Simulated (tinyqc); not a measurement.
Inside a calculation. Method: Hueckel theory of the pi electrons with the omega technique, for the molecule Clc1cccc2ccccc12 (SMILES; centres numbered as the heavy atoms are written). One step of it, computed by the program tinyqc.

Question. Orbitals, round 1. Diagonalise; E = alpha + x beta with beta < 0, so the largest x are filled first; degenerate levels share their electrons. P = sum n_i c_ri c_si; each orbital has its largest coefficient positive (the first on a tie).

Hueckel matrix in units of beta (H = alpha + beta A):
```
,1Cl,2C,3C,4C,5C,6C,7C,8C,9C,10C,11C
1Cl,2.000000,0.400000,0.000000,0.000000,0.000000,0.000000,0.000000,0.000000,0.000000,0.000000,0.000000
2C,0.400000,0.000000,1.000000,0.000000,0.000000,0.000000,0.000000,0.000000,0.000000,0.000000,1.000000
3C,0.000000,1.000000,0.000000,1.000000,0.000000,0.000000,0.000000,0.000000,0.000000,0.000000,0.000000
4C,0.000000,0.000000,1.000000,0.000000,1.000000,0.000000,0.000000,0.000000,0.000000,0.000000,0.000000
5C,0.000000,0.000000,0.000000,1.000000,0.000000,1.000000,0.000000,0.000000,0.000000,0.000000,0.000000
6C,0.000000,0.000000,0.000000,0.000000,1.000000,0.000000,1.000000,0.000000,0.000000,0.000000,1.000000
7C,0.000000,0.000000,0.000000,0.000000,0.000000,1.000000,0.000000,1.000000,0.000000,0.000000,0.000000
8C,0.000000,0.000000,0.000000,0.000000,0.000000,0.000000,1.000000,0.000000,1.000000,0.000000,0.000000
9C,0.000000,0.000000,0.000000,0.000000,0.000000,0.000000,0.000000,1.000000,0.000000,1.000000,0.000000
10C,0.000000,0.000000,0.000000,0.000000,0.000000,0.000000,0.000000,0.000000,1.000000,0.000000,1.000000
11C,0.000000,1.000000,0.000000,0.000000,0.000000,1.000000,0.000000,0.000000,0.000000,1.000000,0.000000
```

pi electrons, sum of z_r less the charge = 12

Give: x values; occupations; coefficients; charge and bond-order matrix P.

Answer.

x values: 2.355  2.048  1.597  1.269  1.000  0.597  -0.629  -1.000  -1.311  -1.621  -2.306

occupations: 2.000  2.000  2.000  2.000  2.000  2.000  0.000  0.000  0.000  0.000  0.000

coefficients:
```
,MO1,MO2,MO3,MO4,MO5,MO6,MO7,MO8,MO9,MO10,MO11
1Cl,0.397,0.860,-0.194,0.204,0.000,0.121,0.064,0.000,-0.049,0.030,0.028
2C,0.352,0.104,0.195,-0.373,0.000,-0.424,-0.423,0.000,0.402,-0.271,-0.306
3C,0.240,0.017,0.405,-0.199,0.408,-0.283,0.251,0.408,-0.165,0.426,0.233
4C,0.212,-0.069,0.451,0.121,0.408,0.256,0.265,-0.408,-0.185,-0.420,-0.231
5C,0.259,-0.158,0.315,0.352,0.000,0.435,-0.417,0.000,0.408,0.254,0.299
6C,0.399,-0.255,0.053,0.326,-0.408,0.004,-0.003,0.408,-0.350,0.008,-0.460
7C,0.249,-0.215,-0.216,0.418,0.000,-0.413,0.429,0.000,0.392,-0.268,0.298
8C,0.187,-0.186,-0.398,0.205,0.408,-0.251,-0.267,-0.408,-0.164,0.427,-0.229
9C,0.192,-0.166,-0.419,-0.158,0.408,0.263,-0.261,0.408,-0.177,-0.425,0.229
10C,0.265,-0.154,-0.272,-0.406,0.000,0.409,0.432,0.000,0.396,0.261,-0.300
11C,0.431,-0.149,-0.015,-0.357,-0.408,-0.019,-0.010,-0.408,-0.342,0.002,0.462
```

charge and bond-order matrix P:
```
,1Cl,2C,3C,4C,5C,6C,7C,8C,9C,10C,11C
1Cl,1.984,0.127,-0.087,-0.014,0.061,-0.008,-0.018,0.006,0.029,-0.016,-0.058
2C,0.127,0.985,0.719,0.004,-0.359,0.002,0.085,-0.002,-0.169,0.005,0.550
3C,-0.087,0.719,1.015,0.605,-0.012,-0.240,0.004,0.155,-0.006,-0.168,0.009
4C,-0.014,0.004,0.605,0.999,0.724,0.000,-0.170,0.001,0.156,-0.001,-0.240
5C,0.061,-0.359,-0.012,0.724,1.010,0.554,-0.004,-0.169,0.005,0.084,-0.007
6C,-0.008,0.002,-0.240,0.000,0.554,1.000,0.555,0.000,-0.241,-0.001,0.519
7C,-0.018,0.085,0.004,-0.170,-0.004,0.555,1.002,0.724,-0.002,-0.362,0.002
8C,0.006,-0.002,0.155,0.001,-0.169,0.000,0.724,1.000,0.603,0.001,-0.241
9C,0.029,-0.169,-0.006,0.156,0.005,-0.241,-0.002,0.603,1.002,0.724,-0.003
10C,-0.016,0.005,-0.168,-0.001,0.084,-0.001,-0.362,0.001,0.724,0.998,0.556
11C,-0.058,0.550,0.009,-0.240,-0.007,0.519,0.002,-0.241,-0.003,0.556,1.006
```
